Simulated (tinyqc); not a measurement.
Composition of the buffer: band edges of strained Si(1-x)Ge(x) on relaxed Si(1-y)Ge(y).

Values are linear in the Ge fraction but for ED(x) = linear - CD x (1 - x) and a(x) = linear - Ca x (1 - x). Energies are on the common scale of Ev.

Coherent growth on a (111) face: e_par = (a(y) - a(x))/a(x), e_perp = -(2 C11 + 4 C12 - 4 C44)/(C11 + 2 C12 + 4 C44) e_par; exx = eyy = ezz = (2 e_par + e_perp)/3 and exy = eyz = ezx = (e_perp - e_par)/3.

A valley with unit axis u lies at Ev + gap + (av + a_valley) tr(e) + Xu (u.e.u - tr(e)/3); the Delta axes are x, y, z and the L axes [111], [1-1-1], [-11-1], [-1-11]. The second-order shift of the Delta valleys under shear is left out; it lowers the pair normal to the sheared plane by tens of meV at a shear of 1 %.

Valence edges: Ev plus the levels of the 6 x 6 matrix of X, Y, Z times spin with -Dso/3 + l exx + m (eyy + ezz) on the diagonal (cyclic), n exy off it, l = av + 2 b, m = av - b, n = sqrt(3) d. Spin-orbit term (Dso/3) L.sigma on X, Y, Z with (L_k)_ij = -i epsilon_kij: <X+|H|Y+> = -i Dso/3, <X+|H|Z-> = Dso/3, <Y+|H|Z-> = -i Dso/3, <Z+|H|X-> = -Dso/3, <Z+|H|Y-> = i Dso/3, <X-|H|Y-> = i Dso/3, and their conjugates; + and - are the spin along z.

Inputs chosen for the exercise (end members near Si and Ge, in this order; shifted at random, so the results belong to these values and not to a real crystal):
- a = (5.425, 5.652) angstrom (lattice constant)
- Dso = (0.045, 0.29) eV (spin-orbit splitting)
- av = (2.46, 1.23) eV (valence hydrostatic potential)
- b = (-2.07, -2.57) eV (tetragonal shear potential)
- d = (-4.77, -5.25) eV (trigonal shear potential)
- C11 = (166.9, 130.1) GPa
- C12 = (63, 48.7) GPa
- C44 = (78.8, 67.4) GPa
- Ev = (0, 0.67) eV (top of the unstrained valence band)
- ED = (1.149, 0.932) eV (gap to the Delta valleys)
- EL = (2.019, 0.742) eV (gap to the L valleys)
- aD = (1.83, 1.26) eV (hydrostatic potential of the Delta gap)
- aL = (-3.42, -2.94) eV (hydrostatic potential of the L gap)
- XuD = (9.25, 9.2) eV (uniaxial potential, Delta)
- XuL = (15.77, 14.66) eV (uniaxial potential, L)
- CD = 0.198 eV (bowing of the Delta gap)
- Ca = 0 angstrom (bowing of the lattice constant)
- face = 111 (growth face)
- x = 0.53 (Ge fraction of the layer)

The layer is kept. dEc = Ec(buffer) - Ec(layer), dEv = Ev(layer) - Ev(buffer); buffer edges Ev(y) and Ev(y) + min(ED, EL). The digit behind Delta or L counts whole valleys.

Results:
```
y     e_par (%)  lowest valleys  gap (eV)  next valleys above (meV)  valence splitting (meV)  dEc (eV)  dEv (eV)
0.00      -2.17          Delta6     0.843                       416                       88    -0.076     0.382
0.14      -1.60          Delta6     0.881                       401                       78    -0.067     0.281
0.29      -0.98          Delta6     0.921                       384                       60    -0.048     0.173
0.43      -0.41          Delta6     0.958                       369                       30    -0.023     0.072
0.57       0.16          Delta6     0.981                       322                       14     0.010    -0.015
0.71       0.74          Delta6     0.964                       197                       69     0.051    -0.061
0.86       1.35          Delta6     0.938                        64                      135     0.086    -0.103
1.00       1.92              L1     0.850                        61                      199     0.031    -0.139
```

What does the comparison show, and why?

The gap is 0.843 eV in the first row and 0.850 eV in the last, with its largest listed value, 0.981 eV, at y = 0.57: it peaks near the match y = x, since strain of either sign narrows it. The lowest valleys change: Delta6 to L1 between y = 0.86 and 1.00. Per 0.1 of y the valence offset moves by -52 meV on average; the conduction offset lies between -76 and +86 meV, not monotonically. Electrons and holes sit on opposite sides in every row (type II). Offsets below about 30 meV are within the spread of parameter sets, so those rows do not settle the type. Strains above 2 % can be kept only in layers of a few nanometres.

(tinyqc, `OMP_NUM_THREADS=1 python tinyqc.py 1051181 1051182 out.jsonl`, Intel(R) Xeon(R) Processor @ 2.30GHz, 1 thread, shared host, about 0.01 s.)
